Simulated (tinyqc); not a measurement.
Ellipsometry and reflectance of a transparent film on an absorbing substrate: one step of the calculation.

Air (index 1), film, substrate with N2 = n2 - i k2; time factor exp(+i w t). q_j = sqrt(N_j^2 - sin^2 th), root with positive real part. Fresnel coefficients r_s = (q_a - q_b)/(q_a + q_b), r_p = (N_b^2 q_a - N_a^2 q_b)/(N_b^2 q_a + N_a^2 q_b). tan(Psi) exp(i Delta) = R_p/R_s, Delta taken from 0 to 360 degrees.

Problem. Interface coefficients and thickness period. q0, q1, q2 and the coefficients r01 and r12 for p and s; the results repeat in d with the period lam/(2 q1).

Values chosen for this exercise; indices close to those of photoresist on silicon:

| symbol | value | unit | meaning |
|---|---|---|---|
| lam | 546.1 | nm | wavelength |
| th | 70 | degrees | angle of incidence |
| n1 | 1.628 |  | index of the transparent film |
| n2 | 4.086 |  | index of the substrate |
| k2 | 0.031 |  | extinction coefficient of the substrate |

Find: q0; q1; q2; r01,p; r01,s; r12,p; r12,s; period.

Solution.

q0 = 0.3420
q1 = 1.329
q2 = 3.976-0.032i
r01,p = -0.1892
r01,s = -0.5907
r12,p = 0.3561-0.0031i
r12,s = -0.4989+0.0030i
period = 205.4 nm

tinyqc, about 0.4 s, one thread, Intel Xeon 2.30GHz (shared host): `OMP_NUM_THREADS=1 python tinyqc.py 2870136 2870137 out.jsonl`
